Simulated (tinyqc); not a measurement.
Reaction control against transport control: chemical vapour deposition: Grove model, boundary layer, depletion and step coverage. Computed by tinyqc, a small Python program. Command: `OMP_NUM_THREADS=1 python tinyqc.py 3031406 3031407 out.jsonl cvd walk`. One thread of a shared host (Intel(R) Xeon(R) Processor @ 2.30GHz), about 0.03 s of CPU time with the checks.

A precursor diffuses to the surface and reacts there at first order; each molecule that reacts adds one formula unit of film.

Inputs (values chosen for the exercise, close to those used for polysilicon from silane):

| quantity | value | unit |
|---|---|---|
| prefactor k0 of k_s | 1.1e+09 | cm/s |
| activation energy E | 1.57 | eV |
| temperature T | 630 | C |
| total pressure p | 190 | torr |
| mole fraction of the precursor Y | 0.0071 | - |
| gas diffusivity D0 at 273.15 K and 760 torr | 0.49 | cm^2/s |
| film density N | 5e+22 | formula units/cm^3 |
| gas velocity U | 12 | cm/s |
| kinematic viscosity nu0 at 273.15 K and 760 torr | 0.99 | cm^2/s |
| susceptor length L | 36 | cm |
| channel height b | 4.3 | cm |

Reactor: horizontal, reduced pressure.

Constants: k_B = 8.617333262e-05 eV/K; k_B = 1.380649e-23 J/K.

Method:
- k_s = k0 exp(-E/(k_B T)); C_g = Y p/(k_B T), 1 torr = 133.322 Pa; D = D0 (T/273.15)^1.75 (760/p).
- nu = nu0 (T/273.15)^1.75 (760/p); Re = U L/nu; mean boundary layer delta = (2/3) L/sqrt(Re), at most b/2; h_g = D/delta.
- Fluxes in series: C_s = C_g/(1 + k_s/h_g); growth rate G = k_s h_g/(k_s + h_g) C_g/N; 1 cm/s = 6e8 nm/min.
- Temperatures in kelvin are T(C) + 273.15.

Rates:

| T (C) | k_s (cm/s) | h_g (cm/s) | G (nm/min) | reaction limit (nm/min) | transport limit (nm/min) |
|---|---|---|---|---|---|
| 430 | 6.1451e-03 | 4.769 | 1.3644e+00 | 1.3661e+00 | 1060.3 |
| 480 | 3.4323e-02 | 5.378 | 7.0786e+00 | 7.1238e+00 | 1116.3 |
| 530 | 1.5475e-01 | 6.019 | 2.9364e+01 | 3.0119e+01 | 1171.5 |
| 580 | 5.8478e-01 | 6.690 | 9.8534e+01 | 1.0715e+02 | 1225.7 |
| 630 | 1.9074e+00 | 7.391 | 2.6241e+02 | 3.3014e+02 | 1279.2 |
| 680 | 5.4957e+00 | 8.122 | 5.3756e+02 | 9.0131e+02 | 1332.0 |
| 730 | 1.4249e+01 | 8.882 | 8.5260e+02 | 2.2204e+03 | 1384.0 |
| 780 | 3.3749e+01 | 9.671 | 1.1157e+03 | 5.0094e+03 | 1435.5 |
| 830 | 7.3926e+01 | 10.489 | 1.3016e+03 | 1.0475e+04 | 1486.3 |

The apparent activation energy of G is 1.50 eV between the first rows and 0.31 eV between the last, against E = 1.57 eV. k_s passes h_g between 680 and 730 C, where control shifts from the surface to the gas. In the reaction limit the slope is E - k_B T, because C_g falls as 1/T; any further lowering comes from transport.

Extremes, crossings and ranges named in words are read from the listed rows.
